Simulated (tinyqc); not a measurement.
What moves the results: quantum-confined Stark effect in a modulator well. A value that a table varies takes the place of the one given here.

Envelopes on cells of 0.5 angstrom over the well |z| < L/2 and 45 angstrom of barrier on each side, psi = 0 beyond, psi'/m continuous (mean mass between points), c = hbar^2/2m0. The electron sees + e F z and the hole - e F z, each with its offset in the barriers; 1 kV/cm = 1e-5 eV/angstrom. Light holes, band mixing and escape by tunnelling are left out.

Exciton: in-plane function exp(-rho/lam), 1/mu = 1/me + 1/mp, E(lam) = c/(mu lam^2) - (q/eps) times the integral over k of Fm(k)(1 + (k lam/2)^2)^(-3/2), Fm(k) the double integral of psi_e^2 psi_h^2 exp(-k |z - z'|), q = e^2/(4 pi eps0); binding Eb = -E at the minimum. Line at Eg + E_e + E_h - Eb, strength proportional to overlap^2/lam^2.

Constants: hbar^2/2m0 = 3.80998211 eV angstrom^2; e^2/(4 pi eps0) = 14.39964547 eV angstrom; hc = 1239.841984 eV nm.

Values chosen for the exercise (near those of a Ge well in SiGe, direct gap; the results hold for these values, not for the real material):
```
symbol  value                             unit      meaning
L       104                               angstrom  well width
Vc      0.353                             eV        conduction offset
Vv      0.118                             eV        heavy-hole offset
me      0.0425                            m0        electron, well
meb     0.0555                            m0        electron, barrier
mh      0.212                             m0        heavy hole along z, well
mhb     0.231                             m0        heavy hole, barrier
Eg      0.847                             eV        gap of the well
mp      0.07                              m0        heavy hole in the plane
eps     15.5                                        dielectric constant
Fs      (0, 15, 30, 45, 62, 80, 100)      kV/cm     fields
Ls      (50, 66, 84, 104, 126, 150, 170)  angstrom  widths
F_L     59                                kV/cm     field for this table
F       59                                kV/cm     field
```

## Raising the field

All quantities anew; shifts from zero field.

Results:
```
F (kV/cm)  dE_e (meV)  dE_h (meV)  Eb (meV)  line shift (meV)  overlap^2  relative strength
0                0.00        0.00      4.01              0.00      0.996              1.000
15              -0.11       -0.41      3.99             -0.51      0.976              0.973
30              -0.46       -1.63      3.95             -2.02      0.921              0.900
45              -1.03       -3.56      3.88             -4.45      0.843              0.801
62              -1.94       -6.49      3.79             -8.22      0.742              0.678
80              -3.22      -10.33      3.69            -13.22      0.635              0.554
100             -5.00      -15.29      3.58            -19.86      0.525              0.436
```

The line shift grows with exponent 1.98 in F at low field and 1.82 at the end, as the carriers come up against opposite walls and the dipole begins to saturate. The hole gives 78 % of the level shift in the second row and 75 % in the last. The largest shift is 5.0 times the zero-field binding, yet 89 % of the binding survives, since the walls stop the field from pulling the pair apart. Half the strength is gone between 80 and 100 kV/cm.

## Width of the well

Zero-field line, its shift at F_L and the relative strength.

Results:
```
L (angstrom)  line at F = 0 (nm)  Eb (meV)  shift (meV)  relative strength  shift x strength (meV)
50                        1253.7      4.46        -1.38              0.971                    1.34
66                        1309.3      4.32        -2.38              0.936                    2.23
84                        1350.4      4.17        -4.27              0.854                    3.64
104                       1380.3      4.01        -7.48              0.699                    5.23
126                       1402.0      3.85       -12.44              0.484                    6.03
150                       1417.8      3.70       -19.43              0.272                    5.29
170                       1427.1      3.58       -26.36              0.148                    3.91
```

The shift grows with exponent 1.96 in L over the first two rows and 2.44 over the last two, against 4 for hard walls at second order; leakage lowers it in narrow wells and saturation in wide ones. The strength falls from 0.97 to 0.15, and the product of the two is largest at 126 angstrom.

## What each parameter does

Zero-field line, shift at F, overlap^2 and Eb at F. Each row changes one parameter from the base and keeps the others.

Results:
```
case             line (nm)  shift (meV)  overlap^2  Eb (meV)
base                1380.3        -7.48      0.760      3.81
L = 94 angstrom     1366.9        -5.72      0.829      3.94
F = 47 kV/cm        1380.3        -4.84      0.831      3.87
Vc = 0.282 eV       1384.3        -7.72      0.750      3.78
Vv = 0.147 eV       1379.6        -6.98      0.779      3.84
me = 0.0489 m0      1385.7        -7.49      0.754      4.05
mh = 0.18 m0        1378.7        -7.30      0.777      3.80
eps = 14            1381.5        -7.43      0.760      4.53
```

The largest shifts from the base row, up to three for each result and ties (the steps differ in size, so this ranks the rows, not the parameters). line (nm): L -13.4, me +5.3, Vc +4.0; unchanged at the printed digits by F. shift (meV): F +2.64, L +1.76, Vv +0.50. overlap^2: F +0.071, L +0.069, Vv +0.019; unchanged at the printed digits by eps. Eb (meV): eps +0.72, me +0.24, L +0.14.

(tinyqc, `OMP_NUM_THREADS=1 python tinyqc.py 1280173 1280174 out.jsonl`, Intel(R) Xeon(R) Processor @ 2.30GHz, 1 thread, shared host, about 0.3 s.)
